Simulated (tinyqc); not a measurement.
Hexagonal on-chip spiral inductor, lumped pi model: one step of the calculation.

Outer diameter do = di + 2 n wd + 2 (n - 1) sp, mean da = (do + di)/2, fill p = (do - di)/(do + di), length l = 3.464 n da. L = 2.33 mu0 n^2 da/(1 + 3.82 p), mu0 = 4 pi 1e-7 H/m. Rs = rho l/(wd delta (1 - exp(-th/delta))), delta = sqrt(rho/(pi f mu0)). Cs = n wd^2 eps0 eo/hu across the coil. At each end Cox = l wd eps0 eo/(2 ho) leads to the substrate branch Rsi = 2 rs he/(l wd) in parallel with Csi = l wd eps0 11.7/(2 he). With one end grounded Y = 1/(Rs + i w L) + i w Cs + 1/[1/(i w Cox) + 1/(1/Rsi + i w Csi)], w = 2 pi f; Q = -Im Y/Re Y. Eddy currents in neighbouring turns and in the substrate are left out.

Question. Admittance, quality factor and apparent inductance. Series branch 1/(Rs + i w L), substrate branch, total Y, Q = -Im Y/Re Y, apparent inductance Im(1/Y)/w, metal-only value w L/Rs, share of the loss in the substrate Re(substrate branch)/Re Y.

Values chosen for this exercise:

| symbol | value | unit | meaning |
|---|---|---|---|
| f | 11 | GHz | frequency |

L = 3.9572014 nH
Rs = 14.904455 ohm
Cs = 1.2891697 fF
Cox = 13.342077 fF
Rsi = 4182.8731 ohm
Csi = 4.9532460 fF

Wanted: series branch; substrate branch; Y; Q; apparent inductance; w L/Rs; share of the loss in the substrate.

Answer.

series branch = 0.199-3.645i mS
substrate branch = 0.1228+0.2729i mS
Y = 0.321-3.283i mS
Q = 10.22
apparent inductance = 4.365 nH
w L/Rs = 18.35
share of the loss in the substrate = 38.19 %

Q is 55.7 % of the metal-only value.

Computed by the program tinyqc: `OMP_NUM_THREADS=1 python tinyqc.py 2302237 2302238 out.jsonl`, one thread of a shared Intel Xeon 2.30GHz, about 0.01 s for the whole run.
